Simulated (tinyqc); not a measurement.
Gain for each load and current direction: deformation-potential model of the L valleys of a conduction band.

Valleys with axes along [111], [1-1-1], [-11-1] and [-1-11], one whole valley each. Herring-Vogt shift of a valley with unit axis a: dE = Xd tr(e) + Xu a.e.a. Non-degenerate shares n_i = exp(-dE_i/kT)/sum_j exp(-dE_j/kT). Inverse mass tensor of a valley: (1 - a a)/mt + a a/ml; the masses are taken as independent of strain.

s11 = (C11 + C12)/((C11 - C12)(C11 + 2 C12)), s12 = -C12/((C11 - C12)(C11 + 2 C12)), s44 = 1/C44; exx = s11 sxx + s12 (syy + szz) and cyclic, exy = s44 sxy/2; tension is positive. A uniaxial stress X along the unit vector n is s_ij = X n_i n_j.

Constants: kB = 8.617333262e-05 eV/K.

Values chosen for the exercise (near those of Ge; shifted at random, so the results belong to these values and not to a real crystal): ml = 1.611 m0 (longitudinal mass); mt = 0.081 m0 (transverse mass); Xd = -6.24 eV (dilation potential); Xu = 16.26 eV (uniaxial potential); C11 = 128.3 GPa; C12 = 49.7 GPa; C44 = 63.2 GPa; X1 = 0.6 GPa (size of the stress); T = 300 K (temperature).

Each load has the size X1. Gain m_c(0)/m_c - 1 in per cent from repopulation alone, m_c = 1/(u.M.u), M = sum_i n_i (inverse mass tensor); biaxial means sxx = syy.

Gain (%); + is tension, - compression:
```
load                [100]  [010]  [001]  [110]  [1-10]  [111]
uniaxial [110] (+)    0.0    0.0    0.0   35.2   -35.2   23.5
uniaxial [110] (-)    0.0    0.0    0.0  -35.2    35.2  -23.5
uniaxial [100] (+)    0.0    0.0    0.0    0.0     0.0    0.0
uniaxial [100] (-)    0.0    0.0    0.0    0.0     0.0    0.0
uniaxial [111] (+)    0.0    0.0    0.0   14.0   -14.0   28.0
uniaxial [111] (-)    0.0    0.0    0.0  -35.6    35.6  -71.1
biaxial (001) (+)     0.0    0.0    0.0    0.0     0.0    0.0
biaxial (001) (-)     0.0    0.0    0.0    0.0     0.0    0.0
```

The largest gain is +35.6 %, for uniaxial [111] (-) with the current along [1-10]; for a [110] channel it is +35.2 %, under uniaxial [110] (+). No gain or loss appears under biaxial (001) and uniaxial [100]: the valleys stay equivalent.

Computed by tinyqc, a small Python program: `OMP_NUM_THREADS=1 python tinyqc.py 1080869 1080870 out.jsonl` (the numbers bound the seed that draws the inputs); one thread of a shared host (Intel(R) Xeon(R) Processor @ 2.30GHz), about 0.01 s for the whole set of steps.
